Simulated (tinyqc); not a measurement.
Inside a calculation (part 1 of 2). Method: RHF in the 6-311g basis, for H2, spin multiplicity 1. Computed by tinyqc, a small Python program that keeps every step (integrals from PySCF). Settings: charge = 0, multiplicity = 1, basis = 6-311g, energy threshold = 1e-10, iteration cap = 72, orthogonalisation = symmetric, start = core, DIIS depth = 4, method = RHF. Command: `OMP_NUM_THREADS=1 python tinyqc.py 26436 26437 out.jsonl` (the two numbers bound the seeds that draw the settings). One thread of a shared host (Intel(R) Xeon(R) Processor @ 2.60GHz), about 0.04 s of CPU time with the checks. Later iterations appear only in the table of the cycle.

## One-electron integrals

Geometry (angstrom):
```
atom         x         y         z
H     0.000000  0.000000  0.000000
H     0.000000  0.000000  0.878000
```

Basis 6-311g: exponents (1/bohr^2) and contraction coefficients of normalised primitives:
```
element  l (shell)   exponent  coefficient
H            s (1)  33.865000     0.025494
H            s (1)   5.094790     0.190373
H            s (1)   1.158790     0.852161
H            s (2)   0.325840     1.000000
H            s (3)   0.102741     1.000000
```

Overlap, kinetic and nuclear-attraction integrals over the contracted functions; the nuclear repulsion is the sum of Za Zb / Rab.

nuclear repulsion = 0.60270753 hartree

overlap S, order 1H 1s, 1H 2s, 1H 3s, 2H 1s, 2H 2s, 2H 3s:
$$\begin{pmatrix}
1.000000 & 0.706377 & 0.373664 & 0.164332 & 0.346419 & 0.287783 \\
0.706377 & 1.000000 & 0.788963 & 0.346419 & 0.638586 & 0.636312 \\
0.373664 & 0.788963 & 1.000000 & 0.287783 & 0.636312 & 0.868128 \\
0.164332 & 0.346419 & 0.287783 & 1.000000 & 0.706377 & 0.373664 \\
0.346419 & 0.638586 & 0.636312 & 0.706377 & 1.000000 & 0.788963 \\
0.287783 & 0.636312 & 0.868128 & 0.373664 & 0.788963 & 1.000000
\end{pmatrix}$$

kinetic energy T (hartree), order 1H 1s, 1H 2s, 1H 3s, 2H 1s, 2H 2s, 2H 3s:
$$\begin{pmatrix}
2.304348 & 0.549119 & 0.106346 & -0.052940 & 0.140811 & 0.067635 \\
0.549119 & 0.488760 & 0.184881 & 0.140811 & 0.218793 & 0.127734 \\
0.106346 & 0.184881 & 0.154112 & 0.067635 & 0.127734 & 0.121175 \\
-0.052940 & 0.140811 & 0.067635 & 2.304348 & 0.549119 & 0.106346 \\
0.140811 & 0.218793 & 0.127734 & 0.549119 & 0.488760 & 0.184881 \\
0.067635 & 0.127734 & 0.121175 & 0.106346 & 0.184881 & 0.154112
\end{pmatrix}$$

nuclear attraction V (hartree), order 1H 1s, 1H 2s, 1H 3s, 2H 1s, 2H 2s, 2H 3s:
$$\begin{pmatrix}
-2.713649 & -1.484821 & -0.738459 & -0.383093 & -0.743734 & -0.578647 \\
-1.484821 & -1.478534 & -0.999120 & -0.743734 & -1.010561 & -0.841565 \\
-0.738459 & -0.999120 & -0.940930 & -0.578647 & -0.841565 & -0.847941 \\
-0.383093 & -0.743734 & -0.578647 & -2.713649 & -1.484821 & -0.738459 \\
-0.743734 & -1.010561 & -0.841565 & -1.484821 & -1.478534 & -0.999120 \\
-0.578647 & -0.841565 & -0.847941 & -0.738459 & -0.999120 & -0.940930
\end{pmatrix}$$

core Hamiltonian H = T + V (hartree), order 1H 1s, 1H 2s, 1H 3s, 2H 1s, 2H 2s, 2H 3s:
$$\begin{pmatrix}
-0.409301 & -0.935702 & -0.632112 & -0.436033 & -0.602923 & -0.511012 \\
-0.935702 & -0.989774 & -0.814238 & -0.602923 & -0.791768 & -0.713831 \\
-0.632112 & -0.814238 & -0.786819 & -0.511012 & -0.713831 & -0.726766 \\
-0.436033 & -0.602923 & -0.511012 & -0.409301 & -0.935702 & -0.632112 \\
-0.602923 & -0.791768 & -0.713831 & -0.935702 & -0.989774 & -0.814238 \\
-0.511012 & -0.713831 & -0.726766 & -0.632112 & -0.814238 & -0.786819
\end{pmatrix}$$

## Two-electron integrals

Functions are numbered as in S; the eight-fold symmetry (ij|kl) = (ji|kl) = (kl|ij) leaves the list below.

Two-electron integrals (ij|kl) in chemists' order, unique and non-zero (hartree):
```
(11|11) 1.393035   (21|11) 0.822971   (21|21) 0.509703   (22|11) 0.822904
(22|21) 0.543028   (22|22) 0.644106   (31|11) 0.411256   (31|21) 0.257757
(31|22) 0.279868   (31|31) 0.130794   (32|11) 0.543681   (32|21) 0.365771
(32|22) 0.452669   (32|31) 0.189803   (32|32) 0.325140   (33|11) 0.494021
(33|21) 0.340115   (33|22) 0.445993   (33|31) 0.178035   (33|32) 0.331779
(33|33) 0.361682   (41|11) 0.164240   (41|21) 0.105568   (41|22) 0.118700
(41|31) 0.053929   (41|32) 0.081369   (41|33) 0.077278   (41|41) 0.033142
(42|11) 0.246323   (42|21) 0.167326   (42|22) 0.208623   (42|31) 0.087023
(42|32) 0.149392   (42|33) 0.150641   (42|41) 0.058202   (42|42) 0.121208
(43|11) 0.180125   (43|21) 0.123894   (43|22) 0.159335   (43|31) 0.064746
(43|32) 0.116026   (43|33) 0.120133   (43|41) 0.043477   (43|42) 0.095742
(43|43) 0.077475   (44|11) 0.598548   (44|21) 0.417459   (44|22) 0.549886
(44|31) 0.219175   (44|32) 0.403176   (44|33) 0.419292   (44|41) 0.164240
(44|42) 0.386194   (44|43) 0.314996   (44|44) 1.393035   (51|11) 0.386194
(51|21) 0.241467   (51|22) 0.261103   (51|31) 0.122439   (51|32) 0.176797
(51|33) 0.165489   (51|41) 0.058202   (51|42) 0.095390   (51|43) 0.070808
(51|44) 0.246323   (51|51) 0.121208   (52|11) 0.467670   (52|21) 0.313010
(52|22) 0.382534   (52|31) 0.162112   (52|32) 0.272801   (52|33) 0.274919
(52|41) 0.084639   (52|42) 0.163438   (52|43) 0.128123   (52|44) 0.467670
(52|51) 0.163438   (52|52) 0.262661   (53|11) 0.365146   (53|21) 0.249556
(53|22) 0.320639   (53|31) 0.130252   (53|32) 0.235242   (53|33) 0.249114
(53|41) 0.069519   (53|42) 0.144353   (53|43) 0.116918   (53|44) 0.429999
(53|51) 0.131693   (53|52) 0.229445   (53|53) 0.211493   (54|11) 0.417459
(54|21) 0.289449   (54|22) 0.378674   (54|31) 0.151701   (54|32) 0.277918
(54|33) 0.290885   (54|41) 0.105568   (54|42) 0.241467   (54|43) 0.197643
(54|44) 0.822971   (54|51) 0.167326   (54|52) 0.313010   (54|53) 0.289810
(54|54) 0.509703   (55|11) 0.549886   (55|21) 0.378674   (55|22) 0.493955
(55|31) 0.198156   (55|32) 0.364800   (55|33) 0.389528   (55|41) 0.118700
(55|42) 0.261103   (55|43) 0.214984   (55|44) 0.822904   (55|51) 0.208623
(55|52) 0.382534   (55|53) 0.360168   (55|54) 0.543028   (55|55) 0.644106
(61|11) 0.314996   (61|21) 0.197643   (61|22) 0.214984   (61|31) 0.100323
(61|32) 0.145897   (61|33) 0.136971   (61|41) 0.043477   (61|42) 0.070808
(61|43) 0.052701   (61|44) 0.180125   (61|51) 0.095742   (61|52) 0.128123
(61|53) 0.103223   (61|54) 0.123894   (61|55) 0.159335   (61|61) 0.077475
(62|11) 0.429999   (62|21) 0.289810   (62|22) 0.360168   (62|31) 0.150484
(62|32) 0.259297   (62|33) 0.265638   (62|41) 0.069519   (62|42) 0.131693
(62|43) 0.103223   (62|44) 0.365146   (62|51) 0.144353   (62|52) 0.229445
(62|53) 0.200744   (62|54) 0.249556   (62|55) 0.320639   (62|61) 0.116918
(62|62) 0.211493   (63|11) 0.410730   (63|21) 0.283374   (63|22) 0.373739
(63|31) 0.148458   (63|32) 0.279107   (63|33) 0.306740   (63|41) 0.069995
(63|42) 0.142599   (63|43) 0.115608   (63|44) 0.410730   (63|51) 0.142599
(63|52) 0.247247   (63|53) 0.230308   (63|54) 0.283374   (63|55) 0.373739
(63|61) 0.115608   (63|62) 0.230308   (63|63) 0.272580   (64|11) 0.219175
(64|21) 0.151701   (64|22) 0.198156   (64|31) 0.079470   (64|32) 0.145526
(64|33) 0.152726   (64|41) 0.053929   (64|42) 0.122439   (64|43) 0.100323
(64|44) 0.411256   (64|51) 0.087023   (64|52) 0.162112   (64|53) 0.150484
(64|54) 0.257757   (64|55) 0.279868   (64|61) 0.064746   (64|62) 0.130252
(64|63) 0.148458   (64|64) 0.130794   (65|11) 0.403176   (65|21) 0.277918
(65|22) 0.364800   (65|31) 0.145526   (65|32) 0.271096   (65|33) 0.293933
(65|41) 0.081369   (65|42) 0.176797   (65|43) 0.145897   (65|44) 0.543681
(65|51) 0.149392   (65|52) 0.272801   (65|53) 0.259297   (65|54) 0.365771
(65|55) 0.452669   (65|61) 0.116026   (65|62) 0.235242   (65|63) 0.279107
(65|64) 0.189803   (65|65) 0.325140   (66|11) 0.419292   (66|21) 0.290885
(66|22) 0.389528   (66|31) 0.152726   (66|32) 0.293933   (66|33) 0.330292
(66|41) 0.077278   (66|42) 0.165489   (66|43) 0.136971   (66|44) 0.494021
(66|51) 0.150641   (66|52) 0.274919   (66|53) 0.265638   (66|54) 0.340115
(66|55) 0.445993   (66|61) 0.120133   (66|62) 0.249114   (66|63) 0.306740
(66|64) 0.178035   (66|65) 0.331779   (66|66) 0.361682
```

## Orthogonalisation

S = U s U^T; symmetric (Loewdin) form X = U s^(-1/2) U^T, so that X^T S X = 1.

eigenvalues of S: [0.040596, 0.133978, 0.234749, 0.789565, 1.053610, 3.747502]

X, order 1H 1s, 1H 2s, 1H 3s, 2H 1s, 2H 2s, 2H 3s:
$$\begin{pmatrix}
1.375884 & -0.754684 & 0.215665 & 0.031326 & -0.010531 & -0.037900 \\
-0.754684 & 2.279811 & -1.095377 & -0.010531 & -0.490959 & 0.322323 \\
0.215665 & -1.095377 & 2.531952 & -0.037900 & 0.322323 & -1.354033 \\
0.031326 & -0.010531 & -0.037900 & 1.375884 & -0.754684 & 0.215665 \\
-0.010531 & -0.490959 & 0.322323 & -0.754684 & 2.279811 & -1.095377 \\
-0.037900 & 0.322323 & -1.354033 & 0.215665 & -1.095377 & 2.531952
\end{pmatrix}$$

## Starting guess

The start is the orbitals of the core Hamiltonian; D = 2 C_occ C_occ^T.

D at the start, order 1H 1s, 1H 2s, 1H 3s, 2H 1s, 2H 2s, 2H 3s:
$$\begin{pmatrix}
0.098453 & 0.165886 & 0.012280 & 0.098453 & 0.165886 & 0.012280 \\
0.165886 & 0.279504 & 0.020691 & 0.165886 & 0.279504 & 0.020691 \\
0.012280 & 0.020691 & 0.001532 & 0.012280 & 0.020691 & 0.001532 \\
0.098453 & 0.165886 & 0.012280 & 0.098453 & 0.165886 & 0.012280 \\
0.165886 & 0.279504 & 0.020691 & 0.165886 & 0.279504 & 0.020691 \\
0.012280 & 0.020691 & 0.001532 & 0.012280 & 0.020691 & 0.001532
\end{pmatrix}$$

## Iteration 1: building the Fock matrix

J_ij = sum D_kl (ij|kl), K_ij = sum D_kl (ik|jl); F = H + J - 0.5 K; E = tr D H + tr D J / 2 - 0.25 tr D K + E_nn.

Coulomb J (hartree), order 1H 1s, 1H 2s, 1H 3s, 2H 1s, 2H 2s, 2H 3s:
$$\begin{pmatrix}
1.597330 & 1.045014 & 0.537933 & 0.278926 & 0.538952 & 0.423435 \\
1.045014 & 1.237459 & 0.873627 & 0.538952 & 0.842991 & 0.732374 \\
0.537933 & 0.873627 & 0.870213 & 0.423435 & 0.732374 & 0.781353 \\
0.278926 & 0.538952 & 0.423435 & 1.597330 & 1.045014 & 0.537933 \\
0.538952 & 0.842991 & 0.732374 & 1.045014 & 1.237459 & 0.873627 \\
0.423435 & 0.732374 & 0.781353 & 0.537933 & 0.873627 & 0.870213
\end{pmatrix}$$

exchange K (hartree), order 1H 1s, 1H 2s, 1H 3s, 2H 1s, 2H 2s, 2H 3s:
$$\begin{pmatrix}
0.988307 & 0.954053 & 0.646322 & 0.600727 & 0.779274 & 0.600150 \\
0.954053 & 1.048839 & 0.752600 & 0.779274 & 0.952519 & 0.724340 \\
0.646322 & 0.752600 & 0.559056 & 0.600150 & 0.724340 & 0.550157 \\
0.600727 & 0.779274 & 0.600150 & 0.988307 & 0.954053 & 0.646322 \\
0.779274 & 0.952519 & 0.724340 & 0.954053 & 1.048839 & 0.752600 \\
0.600150 & 0.724340 & 0.550157 & 0.646322 & 0.752600 & 0.559056
\end{pmatrix}$$

Fock matrix F (hartree), order 1H 1s, 1H 2s, 1H 3s, 2H 1s, 2H 2s, 2H 3s:
$$\begin{pmatrix}
0.693876 & -0.367714 & -0.417341 & -0.457470 & -0.453608 & -0.387652 \\
-0.367714 & -0.276735 & -0.316912 & -0.453608 & -0.425036 & -0.343627 \\
-0.417341 & -0.316912 & -0.196134 & -0.387652 & -0.343627 & -0.220492 \\
-0.457470 & -0.453608 & -0.387652 & 0.693876 & -0.367714 & -0.417341 \\
-0.453608 & -0.425036 & -0.343627 & -0.367714 & -0.276735 & -0.316912 \\
-0.387652 & -0.343627 & -0.220492 & -0.417341 & -0.316912 & -0.196134
\end{pmatrix}$$

total energy of this density = -1.07567610 hartree

## Iteration 1: diagonalisation and new density

Diagonalise F' = X^T F X, C = X C', fill 1 alpha and 1 beta electrons from the bottom; D = 2 C_occ C_occ^T. Each column has its largest component positive (the first on a tie).

F' = X^T F X (hartree):
$$\begin{pmatrix}
1.776384 & -1.195259 & 0.018753 & -0.186542 & -0.205442 & -0.130412 \\
-1.195259 & 0.982582 & -0.362435 & -0.205442 & -0.215753 & -0.017279 \\
0.018753 & -0.362435 & 0.213451 & -0.130412 & -0.017279 & -0.111850 \\
-0.186542 & -0.205442 & -0.130412 & 1.776384 & -1.195259 & 0.018753 \\
-0.205442 & -0.215753 & -0.017279 & -1.195259 & 0.982582 & -0.362435 \\
-0.130412 & -0.017279 & -0.111850 & 0.018753 & -0.362435 & 0.213451
\end{pmatrix}$$

orbital energies (hartree): MO1 -0.509088, MO2 0.169676, MO3 0.321486, MO4 0.631923, MO5 2.645874, MO6 2.684964

coefficients C, order 1H 1s, 1H 2s, 1H 3s, 2H 1s, 2H 2s, 2H 3s:
$$\begin{pmatrix}
0.178951 & 0.085768 & -0.035240 & -0.086291 & -1.124914 & -1.094598 \\
0.328241 & -0.042554 & -0.764796 & -1.516120 & 1.224306 & 1.679277 \\
0.116842 & 1.932458 & 0.876396 & 1.915930 & -0.476058 & -1.087356 \\
0.178951 & -0.085768 & -0.035240 & 0.086291 & -1.124914 & 1.094598 \\
0.328241 & 0.042554 & -0.764796 & 1.516120 & 1.224306 & -1.679277 \\
0.116842 & -1.932458 & 0.876396 & -1.915930 & -0.476058 & 1.087356
\end{pmatrix}$$

D after iteration 1, order 1H 1s, 1H 2s, 1H 3s, 2H 1s, 2H 2s, 2H 3s:
$$\begin{pmatrix}
0.064047 & 0.117478 & 0.041818 & 0.064047 & 0.117478 & 0.041818 \\
0.117478 & 0.215484 & 0.076705 & 0.117478 & 0.215484 & 0.076705 \\
0.041818 & 0.076705 & 0.027304 & 0.041818 & 0.076705 & 0.027304 \\
0.064047 & 0.117478 & 0.041818 & 0.064047 & 0.117478 & 0.041818 \\
0.117478 & 0.215484 & 0.076705 & 0.117478 & 0.215484 & 0.076705 \\
0.041818 & 0.076705 & 0.027304 & 0.041818 & 0.076705 & 0.027304
\end{pmatrix}$$

## Iteration 2: building the Fock matrix

As before.

Coulomb J (hartree), order 1H 1s, 1H 2s, 1H 3s, 2H 1s, 2H 2s, 2H 3s:
$$\begin{pmatrix}
1.494760 & 0.985624 & 0.508615 & 0.260504 & 0.506815 & 0.399815 \\
0.985624 & 1.184504 & 0.842278 & 0.506815 & 0.803855 & 0.704634 \\
0.508615 & 0.842278 & 0.849219 & 0.399815 & 0.704634 & 0.761477 \\
0.260504 & 0.506815 & 0.399815 & 1.494760 & 0.985624 & 0.508615 \\
0.506815 & 0.803855 & 0.704634 & 0.985624 & 1.184504 & 0.842278 \\
0.399815 & 0.704634 & 0.761477 & 0.508615 & 0.842278 & 0.849219
\end{pmatrix}$$

exchange K (hartree), order 1H 1s, 1H 2s, 1H 3s, 2H 1s, 2H 2s, 2H 3s:
$$\begin{pmatrix}
0.858361 & 0.873807 & 0.624709 & 0.526151 & 0.715184 & 0.580310 \\
0.873807 & 1.019541 & 0.776656 & 0.715184 & 0.924647 & 0.746470 \\
0.624709 & 0.776656 & 0.616935 & 0.580310 & 0.746470 & 0.606339 \\
0.526151 & 0.715184 & 0.580310 & 0.858361 & 0.873807 & 0.624709 \\
0.715184 & 0.924647 & 0.746470 & 0.873807 & 1.019541 & 0.776656 \\
0.580310 & 0.746470 & 0.606339 & 0.624709 & 0.776656 & 0.616935
\end{pmatrix}$$

Fock matrix F (hartree), order 1H 1s, 1H 2s, 1H 3s, 2H 1s, 2H 2s, 2H 3s:
$$\begin{pmatrix}
0.656279 & -0.386982 & -0.435852 & -0.438604 & -0.453699 & -0.401352 \\
-0.386982 & -0.315041 & -0.360289 & -0.453699 & -0.450236 & -0.382432 \\
-0.435852 & -0.360289 & -0.246068 & -0.401352 & -0.382432 & -0.268459 \\
-0.438604 & -0.453699 & -0.401352 & 0.656279 & -0.386982 & -0.435852 \\
-0.453699 & -0.450236 & -0.382432 & -0.386982 & -0.315041 & -0.360289 \\
-0.401352 & -0.382432 & -0.268459 & -0.435852 & -0.360289 & -0.246068
\end{pmatrix}$$

total energy of this density = -1.11468498 hartree

## Iteration 2: DIIS over 2 matrices

error matrix X^T (FDS - SDF) X:
$$\begin{pmatrix}
0.000000 & 0.010435 & 0.019009 & 0.000000 & 0.010435 & 0.019009 \\
-0.010435 & 0.000000 & 0.015795 & -0.010435 & 0.000000 & 0.015795 \\
-0.019009 & -0.015795 & 0.000000 & -0.019009 & -0.015795 & 0.000000 \\
0.000000 & 0.010435 & 0.019009 & 0.000000 & 0.010435 & 0.019009 \\
-0.010435 & 0.000000 & 0.015795 & -0.010435 & 0.000000 & 0.015795 \\
-0.019009 & -0.015795 & 0.000000 & -0.019009 & -0.015795 & 0.000000
\end{pmatrix}$$

B (overlaps of the stored error matrices):
$$\begin{pmatrix}
1.7868267e-01 & 2.9004435e-02 \\
2.9004435e-02 & 5.7577938e-03
\end{pmatrix}$$

Minimise |sum c_i e_i|^2 with sum c_i = 1: solve [B -1; -1 0][c; lambda] = [0; -1] with B_ij = tr e_i^T e_j, and take F = sum c_i F_i.

DIIS coefficients: [-0.183867, 1.183867]

extrapolated F (hartree), order 1H 1s, 1H 2s, 1H 3s, 2H 1s, 2H 2s, 2H 3s:
$$\begin{pmatrix}
0.649366 & -0.390524 & -0.439256 & -0.435135 & -0.453716 & -0.403871 \\
-0.390524 & -0.322084 & -0.368264 & -0.453716 & -0.454870 & -0.389567 \\
-0.439256 & -0.368264 & -0.255249 & -0.403871 & -0.389567 & -0.277279 \\
-0.435135 & -0.453716 & -0.403871 & 0.649366 & -0.390524 & -0.439256 \\
-0.453716 & -0.454870 & -0.389567 & -0.390524 & -0.322084 & -0.368264 \\
-0.403871 & -0.389567 & -0.277279 & -0.439256 & -0.368264 & -0.255249
\end{pmatrix}$$

## Iteration 2: diagonalisation and new density

As before.

F' = X^T F X (hartree):
$$\begin{pmatrix}
1.715959 & -1.177873 & 0.010746 & -0.160967 & -0.193042 & -0.131994 \\
-1.177873 & 0.946180 & -0.380443 & -0.193042 & -0.215467 & -0.031132 \\
0.010746 & -0.380443 & 0.191037 & -0.131994 & -0.031132 & -0.128362 \\
-0.160967 & -0.193042 & -0.131994 & 1.715959 & -1.177873 & 0.010746 \\
-0.193042 & -0.215467 & -0.031132 & -1.177873 & 0.946180 & -0.380443 \\
-0.131994 & -0.031132 & -0.128362 & 0.010746 & -0.380443 & 0.191037
\end{pmatrix}$$

orbital energies (hartree): MO1 -0.554399, MO2 0.148664, MO3 0.319478, MO4 0.597943, MO5 2.583303, MO6 2.611365

coefficients C, order 1H 1s, 1H 2s, 1H 3s, 2H 1s, 2H 2s, 2H 3s:
$$\begin{pmatrix}
0.173058 & 0.092418 & -0.044681 & -0.094457 & -1.125501 & -1.093382 \\
0.307534 & 0.021203 & -0.771543 & -1.497824 & 1.225449 & 1.696018 \\
0.144094 & 1.847281 & 0.870525 & 1.988698 & -0.479350 & -1.104609 \\
0.173058 & -0.092418 & -0.044681 & 0.094457 & -1.125501 & 1.093382 \\
0.307534 & -0.021203 & -0.771543 & 1.497824 & 1.225449 & -1.696018 \\
0.144094 & -1.847281 & 0.870525 & -1.988698 & -0.479350 & 1.104609
\end{pmatrix}$$

D after iteration 2, order 1H 1s, 1H 2s, 1H 3s, 2H 1s, 2H 2s, 2H 3s:
$$\begin{pmatrix}
0.059898 & 0.106442 & 0.049873 & 0.059898 & 0.106442 & 0.049873 \\
0.106442 & 0.189154 & 0.088627 & 0.106442 & 0.189154 & 0.088627 \\
0.049873 & 0.088627 & 0.041526 & 0.049873 & 0.088627 & 0.041526 \\
0.059898 & 0.106442 & 0.049873 & 0.059898 & 0.106442 & 0.049873 \\
0.106442 & 0.189154 & 0.088627 & 0.106442 & 0.189154 & 0.088627 \\
0.049873 & 0.088627 & 0.041526 & 0.049873 & 0.088627 & 0.041526
\end{pmatrix}$$

## Iteration 3: building the Fock matrix

As before.

Coulomb J (hartree), order 1H 1s, 1H 2s, 1H 3s, 2H 1s, 2H 2s, 2H 3s:
$$\begin{pmatrix}
1.467367 & 0.969211 & 0.500432 & 0.255453 & 0.497901 & 0.393221 \\
0.969211 & 1.168976 & 0.832848 & 0.497901 & 0.792421 & 0.696317 \\
0.500432 & 0.832848 & 0.842639 & 0.393221 & 0.696317 & 0.755264 \\
0.255453 & 0.497901 & 0.393221 & 1.467367 & 0.969211 & 0.500432 \\
0.497901 & 0.792421 & 0.696317 & 0.969211 & 1.168976 & 0.832848 \\
0.393221 & 0.696317 & 0.755264 & 0.500432 & 0.832848 & 0.842639
\end{pmatrix}$$

exchange K (hartree), order 1H 1s, 1H 2s, 1H 3s, 2H 1s, 2H 2s, 2H 3s:
$$\begin{pmatrix}
0.826598 & 0.850880 & 0.616899 & 0.507017 & 0.696431 & 0.573027 \\
0.850880 & 1.005866 & 0.778445 & 0.696431 & 0.911739 & 0.747864 \\
0.616899 & 0.778445 & 0.629613 & 0.573027 & 0.747864 & 0.618559 \\
0.507017 & 0.696431 & 0.573027 & 0.826598 & 0.850880 & 0.616899 \\
0.696431 & 0.911739 & 0.747864 & 0.850880 & 1.005866 & 0.778445 \\
0.573027 & 0.747864 & 0.618559 & 0.616899 & 0.778445 & 0.629613
\end{pmatrix}$$

Fock matrix F (hartree), order 1H 1s, 1H 2s, 1H 3s, 2H 1s, 2H 2s, 2H 3s:
$$\begin{pmatrix}
0.644767 & -0.391931 & -0.440130 & -0.434088 & -0.453237 & -0.404304 \\
-0.391931 & -0.323732 & -0.370613 & -0.453237 & -0.455216 & -0.391447 \\
-0.440130 & -0.370613 & -0.258986 & -0.404304 & -0.391447 & -0.280781 \\
-0.434088 & -0.453237 & -0.404304 & 0.644767 & -0.391931 & -0.440130 \\
-0.453237 & -0.455216 & -0.391447 & -0.391931 & -0.323732 & -0.370613 \\
-0.404304 & -0.391447 & -0.280781 & -0.440130 & -0.370613 & -0.258986
\end{pmatrix}$$

total energy of this density = -1.11656206 hartree

## Iteration 3: DIIS over 3 matrices

error matrix X^T (FDS - SDF) X:
$$\begin{pmatrix}
0.000000 & -0.001134 & 0.000727 & 0.000000 & -0.001134 & 0.000727 \\
0.001134 & 0.000000 & 0.002354 & 0.001134 & 0.000000 & 0.002354 \\
-0.000727 & -0.002354 & 0.000000 & -0.000727 & -0.002354 & 0.000000 \\
0.000000 & -0.001134 & 0.000727 & 0.000000 & -0.001134 & 0.000727 \\
0.001134 & 0.000000 & 0.002354 & 0.001134 & 0.000000 & 0.002354 \\
-0.000727 & -0.002354 & 0.000000 & -0.000727 & -0.002354 & 0.000000
\end{pmatrix}$$

B (overlaps of the stored error matrices):
$$\begin{pmatrix}
1.7868267e-01 & 2.9004435e-02 & 4.3067183e-04 \\
2.9004435e-02 & 5.7577938e-03 & 3.1325885e-04 \\
4.3067183e-04 & 3.1325885e-04 & 5.8834345e-05
\end{pmatrix}$$

As before.

DIIS coefficients: [0.043513, -0.286448, 1.242935]

extrapolated F (hartree), order 1H 1s, 1H 2s, 1H 3s, 2H 1s, 2H 2s, 2H 3s:
$$\begin{pmatrix}
0.643607 & -0.392295 & -0.440363 & -0.433812 & -0.453121 & -0.404425 \\
-0.392295 & -0.324176 & -0.371234 & -0.453121 & -0.455329 & -0.391948 \\
-0.440363 & -0.371234 & -0.259952 & -0.404425 & -0.391948 & -0.281688 \\
-0.433812 & -0.453121 & -0.404425 & 0.643607 & -0.392295 & -0.440363 \\
-0.453121 & -0.455329 & -0.391948 & -0.392295 & -0.324176 & -0.371234 \\
-0.404425 & -0.391948 & -0.281688 & -0.440363 & -0.371234 & -0.259952
\end{pmatrix}$$
